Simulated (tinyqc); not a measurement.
## Ferroelectric with a first-order transition, Landau-Devonshire energy: depolarisation in a thin film

One domain with free energy u = al P^2 + be P^4 + ga P^6 - E P, al = a0 (T - T0), be < 0 < ga (P in uC/cm^2, E in kV/cm, u in mJ/cm^3). Equilibrium: E = 2 al P + 4 be P^3 + 6 ga P^5; a state is stable against small changes where dE/dP > 0. The coercive field is that of uniform switching, which real films, switching by domains, do not reach.

Imperfect screening, an effective length ls = 0.02 nm at each electrode, adds the energy ls P^2/(eps0 t), so al becomes al + ls/(eps0 t) and T0 falls by ls/(eps0 a0 t) (short-circuited film, background permittivity neglected). Ps^2 = [-be + sqrt(be^2 - 3 al ga)]/(3 ga); Pc^2 = [-3 be + sqrt(9 be^2 - 15 al ga)]/(15 ga), Ec = -E(Pc); susceptibility chi = 1/(eps0 dE/dP). TC = T0 + be^2/(4 a0 ga), where u(Ps) = u(0); T1 = T0 + be^2/(3 a0 ga), where the polar minimum disappears.

Inputs (values chosen for the exercise): slope of the quadratic coefficient a0 = 0.017 kV cm/(uC K); Curie-Weiss temperature T0 = 381 K; quartic coefficient be = -0.0023 kV cm^5/uC^3; sixth-order coefficient ga = 2.2e-6 kV cm^9/uC^5; temperature T = 301 K.

Constants: eps0 = 8.8541878128e-14 F/cm where lengths are in cm. Results are converted to the units shown.

Depolarisation in a thin film:

| t (nm) | fall of T0 (K) | Ps (uC/cm^2) | depolarising field 2 ls Ps/(eps0 t) (kV/cm) | u(Ps) (mJ/cm^3) |
|---|---|---|---|---|
| 110 | 120.8 | 21.83 | 89.64 | 46.24 |
| 170 | 78.16 | 26.53 | 70.49 | -394.3 |
| 270 | 49.21 | 28.22 | 47.22 | -764.4 |
| 430 | 30.90 | 29.09 | 30.57 | -1020 |
| 680 | 19.54 | 29.58 | 19.65 | -1186 |
| 1100 | 12.08 | 29.88 | 12.27 | -1299 |
| 1700 | 7.816 | 30.05 | 7.985 | -1364 |
| 2700 | 4.921 | 30.16 | 5.046 | -1408 |
| 4200 | 3.164 | 30.23 | 3.251 | -1435 |

What does the comparison show?

As the film thickens from 110 to 4200 nm, Ps rises from 21.8 to 30.2 uC/cm^2 (bulk 30.3) and the depolarising field falls from 89.6 to 3.25 kV/cm. The polar state is the lowest for t > 115 nm and exists at all for t > 105 nm.

Program tinyqc, `OMP_NUM_THREADS=1 python tinyqc.py 2860120 2860121 out.jsonl`; Intel Xeon 2.30GHz, shared host, one thread, about 0.01 s.
